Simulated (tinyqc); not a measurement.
Worked calculation: tight binding, dimerised chain. One step of it, computed by the program tinyqc.

Task: Open chain of 4 cells. The same hoppings without the wrap-around bond.

H of the open chain (eV):
$$\begin{pmatrix}
0.000000 & -0.440000 & 0.000000 & 0.000000 & 0.000000 & 0.000000 & 0.000000 & 0.000000 \\
-0.440000 & 0.000000 & -1.640000 & 0.000000 & 0.000000 & 0.000000 & 0.000000 & 0.000000 \\
0.000000 & -1.640000 & 0.000000 & -0.440000 & 0.000000 & 0.000000 & 0.000000 & 0.000000 \\
0.000000 & 0.000000 & -0.440000 & 0.000000 & -1.640000 & 0.000000 & 0.000000 & 0.000000 \\
0.000000 & 0.000000 & 0.000000 & -1.640000 & 0.000000 & -0.440000 & 0.000000 & 0.000000 \\
0.000000 & 0.000000 & 0.000000 & 0.000000 & -0.440000 & 0.000000 & -1.640000 & 0.000000 \\
0.000000 & 0.000000 & 0.000000 & 0.000000 & 0.000000 & -1.640000 & 0.000000 & -0.440000 \\
0.000000 & 0.000000 & 0.000000 & 0.000000 & 0.000000 & 0.000000 & -0.440000 & 0.000000
\end{pmatrix}$$

Give: levels; weights of the highest filled level on the sites.

Result:

levels (eV): [-1.9853, -1.7251, -1.3877, -0.0079, 0.0079, 1.3877, 1.7251, 1.9853]

weights of the highest filled level on the sites: [0.4641, 0.0001, 0.0334, 0.0024, 0.0024, 0.0334, 0.0001, 0.4641]

The bulk gap runs from -1.2000 to 1.2000 eV; 2 level(s) of this chain lie inside it: end states, which need the weaker bond inside the cell and a chain longer than their decay length.
